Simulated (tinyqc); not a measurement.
# Surface potential of a MOS transistor: implicit equation and explicit approximations: two studies

p-type body, charge-sheet picture, depletion and inversion only, full ionisation (an idealisation for deep acceptors), Boltzmann statistics (rough once Na exp(x - xn) passes about Nc/7). In units of Vt: xg = (Vg - Vfb)/Vt, x = psi/Vt, G = gamma/sqrt(Vt), xn = (2 phiF + Vc)/Vt. The implicit equation is (xg - x)^2 = G^2 [x - 1 + exp(x - xn)] for x above about 3. Cox = eps0 eox/tox.

Values chosen for this exercise; band and dielectric values close to those of silicon: temperature T = 300 K; band gap Eg = 1.11 eV; relative permittivity eps_r = 11.7; conduction-band density of states at T Nc = 2.81e19 cm^-3; valence-band density of states at T Nv = 2.62e19 cm^-3; relative permittivity of the gate insulator (close to silicon dioxide) eox = 3.9; insulator thickness tox = 3.3 nm; acceptor density Na = 3.6e16 cm^-3; flat-band voltage Vfb = -0.91 V; channel-body voltage Vc = 0 V; gate-body voltage Vg = 0.18 V.

Constants: q = 1.602176634e-19 C, kB = 1.380649e-23 J/K, Vt = kB T/q, eps0 = 8.8541878128e-14 F/cm where lengths are in cm. Results are converted to the units shown.

Each table varies one quantity; the others keep the values above.

## Accuracy of the approximations against gate voltage

ni = sqrt(Nc Nv) exp(-Eg/(2 Vt)), Eg in volts; phiF = Vt ln(Na/ni); gamma = sqrt(2 q eps0 eps_r Na)/Cox; VT = Vfb + Vt (xn + G sqrt(xn - 1)). Depletion value a = 1 + [sqrt(G^2/4 + xg - 1) - G/2]^2; inversion value b = xn + ln[(xg - xn)^2/G^2 - xn + 1] and first guess y = min(a, b) - ln(1 + exp(-|a - b|)) if a > xn + 1, else b = y = a; one second-order correction with D = exp(y - xn), p = 2 (xg - y) + G^2 (1 + D), w = (xg - y)^2 - G^2 (y - 1 + D): z = y + 2 w/(p + sqrt(p^2 - 2 (2 - G^2 D) w)), or the Newton step z = y + w/p where the root is not real. N_inv = (Cox Vt G/q) [sqrt(x - 1 + exp(x - xn)) - sqrt(x - 1)] at the root. Lambert form (Cox m Vt/q) W0[(G/(2 m sqrt(xn - 1))) exp((Vg - VT)/(m Vt))], m = 1 + G/(2 sqrt(xn - 1)). Errors under 1e-4 mV, and the linear form below VT, are printed as 0.

Accuracy of the approximations against gate voltage:

| Vg (V) | psi (V) | x - xn | error of y (mV) | error of z (mV) | N_inv (cm^-2) | Cox (Vg - VT)/q (cm^-2) | Lambert form (cm^-2) |
|---|---|---|---|---|---|---|---|
| -0.45 | 0.3964 | -14.35 | 0 | 0 | 8464 | 0 | 5196 |
| -0.25 | 0.5821 | -7.171 | 1.30e-3 | 0 | 9.091e6 | 0 | 7.645e6 |
| -0.05 | 0.7684 | 0.03518 | 1.52 | 0 | 1.051e10 | 1.681e10 | 1.060e10 |
| 0.15 | 0.8809 | 4.389 | 27.7 | 9.29 | 5.386e11 | 1.323e12 | 5.954e11 |
| 0.35 | 0.9206 | 5.923 | 20.7 | 5.96 | 1.571e12 | 2.629e12 | 1.712e12 |
| 0.55 | 0.9436 | 6.813 | 15.7 | -2.05 | 2.719e12 | 3.935e12 | 2.923e12 |
| 0.75 | 0.9598 | 7.439 | 12.8 | -0.876 | 3.914e12 | 5.242e12 | 4.166e12 |
| 0.95 | 0.9723 | 7.922 | 10.9 | -0.479 | 5.134e12 | 6.548e12 | 5.425e12 |
| 1.15 | 0.9824 | 8.314 | 9.51 | -0.297 | 6.371e12 | 7.854e12 | 6.693e12 |

Read the table: what changes, and by how much?

psi rises from 0.396 to 0.982 V and ends 8.3 Vt above 2 phiF + Vc. Among the rows the first guess is off by at most 28 mV (at Vg = 0.15 V) and the corrected value by at most 9.3 mV. In the last row the linear form is 23 % above N_inv and the Lambert form 5.1 % above it; in the first row the Lambert form is 39 % below it. For Vg = 0.35, 0.55, 0.75, 0.95, 1.15 the electron quasi-Fermi level lies less than 2 Vt below the band edge at the surface, or above it, where degeneracy and confinement, left out, matter.

## Effect of the insulator thickness at fixed gate voltage

Same model as above.

Effect of the insulator thickness at fixed gate voltage:

| tox (nm) | psi (V) | x - xn | error of y (mV) | error of z (mV) | N_inv (cm^-2) | Cox (Vg - VT)/q (cm^-2) | Lambert form (cm^-2) |
|---|---|---|---|---|---|---|---|
| 1.1 | 0.93718 | 6.5649 | 38.4 | 17.0 | 2.3430e12 | 5.7321e12 | 2.8275e12 |
| 1.5 | 0.92452 | 6.0753 | 35.0 | 14.5 | 1.7309e12 | 4.0468e12 | 2.0282e12 |
| 2.1 | 0.91010 | 5.5176 | 31.6 | 12.1 | 1.2047e12 | 2.7227e12 | 1.3729e12 |
| 2.8 | 0.89696 | 5.0091 | 28.9 | 10.3 | 8.4912e11 | 1.8951e12 | 9.4779e11 |
| 3.9 | 0.88028 | 4.3639 | 26.1 | 8.45 | 5.2832e11 | 1.1949e12 | 5.7751e11 |
| 5.3 | 0.86216 | 3.6630 | 22.9 | 6.45 | 3.0257e11 | 7.2405e11 | 3.2512e11 |
| 7.2 | 0.83855 | 2.7498 | 16.6 | -1.41 | 1.3761e11 | 3.7792e11 | 1.4543e11 |
| 9.9 | 0.79914 | 1.2252 | 3.22 | -3.02e-3 | 3.3230e10 | 1.1460e11 | 3.4265e10 |

Read the table: what changes, and by how much?

As tox goes from 1.1 to 9.9, psi falls from 0.937 to 0.799 V, x - xn falls from 6.56 to 1.23 and N_inv falls from 2.34e12 to 3.32e10 cm^-2. The Lambert form lies between 1.03 and 1.21 times N_inv. For tox = 1.1, 1.5, 2.1, 2.8 the electron quasi-Fermi level lies less than 2 Vt below the band edge at the surface, or above it, where degeneracy and confinement, left out, matter.

Numbers from tinyqc (`OMP_NUM_THREADS=1 python tinyqc.py 2122228 2122229 out.jsonl`; about 0.01 s on one thread of a shared Intel Xeon 2.30GHz).
